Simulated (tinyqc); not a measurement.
The basis set: RHF and MP2 along a ladder of basis sets, for H2, spin multiplicity 1. Computed by the program tinyqc with PySCF. Same geometry throughout; the dipole is taken about the origin.

Geometry (angstrom):
```
atom       x       y       z
H     0.0000  0.0000  0.0000
H     0.0000  0.0000  0.6740
```

RHF and frozen-core MP2 in a ladder of bases:
```
basis        functions  E(RHF) (hartree)  E(MP2 corr) (hartree)  HOMO (eV)  LUMO (eV)  dipole (debye)
sto-3g               2         -1.115889              -0.011674   -16.5129    20.2462          0.0000
3-21g                4         -1.119842              -0.016703   -16.7028     7.7089          0.0000
6-31g**             10         -1.128482              -0.026223   -16.7650     6.9743          0.0000
cc-pvdz             10         -1.124158              -0.025760   -16.6869     5.7074          0.0000
aug-cc-pvdz         18         -1.124265              -0.026655   -16.6993     1.6936          0.0000
cc-pvtz             28         -1.130006              -0.031461   -16.7599     4.7887          0.0000
```

Estimate the missing row, basis = 6-31g.

Computed row:
```
basis  functions  E(RHF) (hartree)  E(MP2 corr) (hartree)  HOMO (eV)  LUMO (eV)  dipole (debye)
6-31g          4         -1.124220              -0.016662   -16.7808     6.9618          0.0000
```

From cc-pVDZ to cc-pVTZ the RHF energy falls by 5.8 mhartree and the correlation energy by 5.7. If valence correlation converges as X^-3, (27 E(T) - 8 E(D))/19 gives -0.0339 hartree, a rough estimate from such small X that usually falls short; STO-3G holds about 34 % of it. Beyond STO-3G the LUMO moves by 6.0 eV and the HOMO by 0.1 eV; diffuse functions lower the positive LUMO sharply, since an unbound virtual level tracks the most diffuse function.
